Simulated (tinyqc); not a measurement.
Precursor delivery by bubblers, mass-transport growth and the solid composition of a III-V alloy: one step, computed by the program tinyqc. Command: `OMP_NUM_THREADS=1 python tinyqc.py 3015553 3015554 out.jsonl movpe_thermo walk`. One thread of a shared host (Intel(R) Xeon(R) Processor @ 2.30GHz), about 0.01 s of CPU time with the checks.

1 sccm = 44.615 micromol/min; 1 torr = 133.322 Pa. The sources decompose fully at the surface.

Question. Mass transport. Mean velocity u = (F_t/A)(760/p)(T/273); D = D0 (T/273)^1.75 (760/p); boundary layer delta = sqrt(pi D z/u); flux = D dp/(delta k_B T); growth rate = flux x a^3/4.

Inputs (values chosen for the exercise, modelled on trimethylgallium (source 1) and trimethylindium (source 2) for the vapour pressures):
```
quantity,value,unit
total flow F_t,13,slm
reactor pressure p,40,torr
growth temperature T,850,K
diffusivity at 273 K and 760 torr,0.31,cm^2/s
flow cross-section A,73,cm^2
distance from the leading edge z,13,cm
lattice constant a,5.52,angstrom
```

Constants: k_B = 1.380649e-23 J/K.

Give: velocity u; D; boundary layer delta; growth rate per torr of group III.

Answer.

velocity u = 175.58 cm/s

D = 42.985 cm^2/s

boundary layer delta = 3.1620 cm

growth rate per torr of group III = 233.78 micrometre/(h torr)

Caution: the boundary layer is a quarter or more of the root of the cross-section, so it fills much of the channel and depletion along the flow matters.
